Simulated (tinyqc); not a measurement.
Wannier function of the lower band of a two-orbital chain: sweeps and comparisons. A value that a table varies takes the place of the one given here.

H(k) = [[-d/2 - 2 ta cos k, -t1 - t2 exp(-ik)], [-t1 - t2 exp(ik), d/2 - 2 tb cos k]], k in 1/a, Bloch sums with exp(ikR) and without the positions inside the cell. Mesh k_j = 2 pi j/N. Projection gauge: each lower eigenvector u is multiplied by the phase that makes <trial|u> real and positive (the one-band case of Loewdin orthogonalisation). Wannier amplitudes w(R) = (1/N) sum_k exp(ikR) u(k); hoppings H(R) = (1/N) sum_k exp(-ikR) E(k).

Parameters, chosen for this exercise:
- d = 0.54 eV (A at -d/2, B at +d/2)
- t1 = 2.37 eV (A-B in the cell)
- t2 = 1.62 eV (B to A of the next cell)
- ta = 0.12 eV (A-A between cells)
- tb = -0.28 eV (B-B between cells)
- xb = 0.49 a (position of B (A at 0))
- th = 45 degrees (trial orbital cos(th) A + sin(th) B in cell 0)

## Convergence with the mesh

Centre and Omega_I from overlaps M_j = u_j^+ diag(1, exp(-i b xb)) u_(j+1), b = 2 pi/N: centre -(1/2 pi) sum arg M, Omega_I = (1/(N b^2)) sum (1 - |M|^2). Largest error of the Fourier interpolation on 41 points from 0 to pi.

Mesh:

| N | centre (a) | Omega_I (a^2) | H(1) (eV) | largest error (meV) |
|---|---|---|---|---|
| 3 | 0.22461 | 0.07204 | -0.56887 | 689.180 |
| 4 | 0.25168 | 0.08475 | -0.74117 | 194.653 |
| 6 | 0.25590 | 0.10947 | -0.70213 | 82.082 |
| 8 | 0.25797 | 0.12673 | -0.69505 | 37.249 |
| 12 | 0.25974 | 0.14673 | -0.69271 | 10.518 |
| 16 | 0.26043 | 0.15630 | -0.69247 | 3.428 |
| 24 | 0.26093 | 0.16400 | -0.69243 | 0.443 |

The interpolation error falls exponentially, from 194.7 meV at N = 4 to 10.518 at N = 12, because the hoppings decay exponentially for an isolated band (smallest gap 1.52 eV). Omega_I carries a finite-difference error and converges as a power: against the value 0.17070 on 400 points it is off by -0.02398 at N = 12 and -0.00670 at N = 24, an exponent of 1.84, near the limit 2.

## Choice of the trial orbital

N = 16. Centre, Omega_I and Omega_D from overlaps (b = 2 pi/N, M_j = u_j^+ diag(1, exp(-i b xb)) u_(j+1); Omega_D = (1/(N b^2)) sum (arg M_j + b centre)^2).

Trial angle:

| th (deg) | smallest projection | centre (a) | Omega_I (a^2) | Omega_D (a^2) |
|---|---|---|---|---|
| 0 | 0.644 | 0.2604 | 0.15630 | 0.13527 |
| 15 | 0.814 | 0.2604 | 0.15630 | 0.05389 |
| 30 | 0.902 | 0.2604 | 0.15630 | 0.01691 |
| 45 | 0.930 | 0.2604 | 0.15630 | 0.00178 |
| 60 | 0.903 | 0.2604 | 0.15630 | 0.00233 |
| 75 | 0.815 | 0.2604 | 0.15630 | 0.02117 |
| 90 | 0.646 | 0.2604 | 0.15630 | 0.07350 |

Omega_I is the same for all. Omega_D is smallest at 45 degrees (0.00178) and largest at 0 (0.13527). The centre does not move.

## Centre against ionicity

N = 24, d varied. Overlaps M_j = u_j^+ diag(1, exp(-i b xb)) u_(j+1), b = 2 pi/N; centre -(1/2 pi) sum arg M_j folded into [0, 1); Omega_I = (1/(N b^2)) sum (1 - |M_j|^2); charge moved is -2 times the shift of the centre from its value at d = 0 (a doubly filled band); weight on A averaged over the mesh.

Against d:

| d (eV) | centre (a) | charge moved (e) | weight on A | Omega_I (a^2) |
|---|---|---|---|---|
| -6.0 | 0.4656 | -0.3031 | 0.129 | 0.0333 |
| -3.0 | 0.4368 | -0.2455 | 0.237 | 0.0656 |
| -1.5 | 0.4006 | -0.1730 | 0.330 | 0.0992 |
| -0.5 | 0.3521 | -0.0761 | 0.415 | 0.1337 |
| 0.0 | 0.3141 | 0.0000 | 0.467 | 0.1521 |
| 0.5 | 0.2652 | 0.0977 | 0.525 | 0.1636 |
| 1.5 | 0.1616 | 0.3049 | 0.641 | 0.1429 |
| 3.0 | 0.0764 | 0.4753 | 0.764 | 0.0823 |
| 6.0 | 0.0281 | 0.5719 | 0.880 | 0.0338 |

For large positive d the function sits on A (centre 0.028) and for large negative d on B at 0.49 (centre 0.466); at d = 0 it lies at 0.314, on the bond inside the cell, the stronger one. Among these rows the spread is largest at d = 0.5 eV.

## What each parameter does

N = 24: centre (folded into [0, 1)) and Omega_I from overlaps M_j = u_j^+ diag(1, exp(-i b xb)) u_(j+1), b = 2 pi/N: centre = -(1/2 pi) Im ln prod M_j, Omega_I = mean(1 - |M_j|^2)/b^2; and the first two hoppings H(R). Each row changes one parameter from the base and keeps the others.

Results:

| case | centre (a) | Omega_I (a^2) | H(1) (eV) | H(2) (eV) |
|---|---|---|---|---|
| base | 0.2609 | 0.1640 | -0.6924 | 0.1158 |
| d = 0.84 eV | 0.2283 | 0.1633 | -0.7005 | 0.1180 |
| t1 = 2.52 eV | 0.2560 | 0.1450 | -0.6983 | 0.1110 |
| t2 = 1.52 eV | 0.2566 | 0.1446 | -0.6521 | 0.1034 |
| ta = 0.22 eV | 0.2788 | 0.1629 | -0.7436 | 0.1111 |
| xb = 0.54 a | 0.2845 | 0.1763 | -0.6924 | 0.1158 |
| th = 55 degrees | 0.2609 | 0.1640 | -0.6924 | 0.1158 |

The largest shifts from the base row, up to three for each result and ties (the steps differ in size, so this ranks the rows, not the parameters). centre (a): d -0.0327, xb +0.0235, ta +0.0179; unchanged at the printed digits by th. Omega_I (a^2): t2 -0.0194, t1 -0.0190, xb +0.0123; unchanged at the printed digits by th. H(1) (eV): ta -0.0512, t2 +0.0404, d -0.0081; unchanged at the printed digits by xb and th. H(2) (eV): t2 -0.0125, t1 -0.0048, ta -0.0048; unchanged at the printed digits by xb and th. The trial angle is a choice of gauge and moves none of these; xb enters the position operator alone, so it leaves the hoppings.

Program tinyqc; command `OMP_NUM_THREADS=1 python tinyqc.py 1450238 1450239 out.jsonl`; about 0.2 s on one thread of a shared Intel(R) Xeon(R) Processor @ 2.30GHz.
